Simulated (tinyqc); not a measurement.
Inside a calculation. Model: van der Pauw, Hall and four-point-probe measurements on a doped layer.

tinyqc, about 0.03 s, one thread, Intel Xeon 2.30GHz (shared host): `OMP_NUM_THREADS=1 python tinyqc.py 2850215 2850216 out.jsonl` Printed values are rounded.

A uniform p-type layer with sheet resistance Rs = 1/(q ns mu), point contacts, low field (mu B small).

Inputs (values chosen for the exercise):
```
symbol   value        unit                                                      meaning
ns      1.9e13       cm^-2                                   sheet density of the layer
mu         160  cm^2/(V s)                                               drift mobility
rH        1.18                                                              Hall factor
B            2           T                                               magnetic field
I          100          uA                                                      current
ar        1.29              side ratio a/b of a rectangular sample with corner contacts
t          210          nm                                       thickness of the layer
```

Constants: q = 1.602176634e-19 C. Results are converted to the units shown.

## Resistances and Hall voltage

Rs = 1/(q ns mu). For a rectangle with contacts at the corners, RA = (8 Rs/pi) sum_(k>=0) ln coth((2k + 1) pi a/(2 b)) with current along a short side b and voltage along the opposite one, RB the same with a and b exchanged; Hall voltage VH = rH B I/(q ns), negative for electrons.

Rs = 2053.13 ohm/square
RA = 181.767 ohm
RB = 925.078 ohm
VH = 7.75261 mV

RB/RA = 5.09; for a square both equal Rs ln 2/pi = 453 ohm.

## Starting value

z = 2 ln 2/(pi (RA + RB)), exact for RA = RB.

z at the start = 0.398675 mS

## Iteration 1: new z

The van der Pauw equation exp(-pi RA z) + exp(-pi RB z) = 1 is solved for z = 1/Rs: e1 = exp(-pi RA z), e2 = exp(-pi RB z), f = e1 + e2 - 1, f' = -pi (RA e1 + RB e2), z(new) = z - f/f'.

e1 = 0.796396
e2 = 0.313914
f = 0.110310
f' = -1.36708 kohm
z after iteration 1 = 0.479365 mS

## Iteration 2: new z

As before.

e1 = 0.760533
e2 = 0.248294
f = 0.00882711
f' = -1.15589 kohm
z after iteration 2 = 0.487002 mS

## Course of the iteration

Stop when the step is below 1e-10 mS, or after 40 iterations.

Course of the iteration:
```
iteration  z before the step (mS)  step (mS)
1                        0.398675     0.0807
2                        0.479365    7.64e-3
3                        0.487002    5.97e-5
4                        0.487062    3.60e-9
5                        0.487062          0
```

Converged in 5 iterations.

## Sheet density, mobility and bulk values

converged z = 0.487062 mS

Rs = 1/z; Hall sheet density B I/(q |VH|); Hall mobility |VH|/(Rs B I); true values ns = rH times the Hall density, mu = Hall mobility/rH; bulk density ns/t, resistivity Rs t; correction factor F = Rs/[(pi/ln 2)(RA + RB)/2].

Rs = 2053.13 ohm/square
Hall sheet density = 1.61017e13 cm^-2
Hall mobility = 188.8 cm^2/(V s)
ns = 1.9e13 cm^-2
mu = 160 cm^2/(V s)
bulk density = 9.04762e17 cm^-3
resistivity = 0.0431157 ohm cm
F = 0.818530

Taking the mean of RA and RB without F would overstate Rs by 22 %.
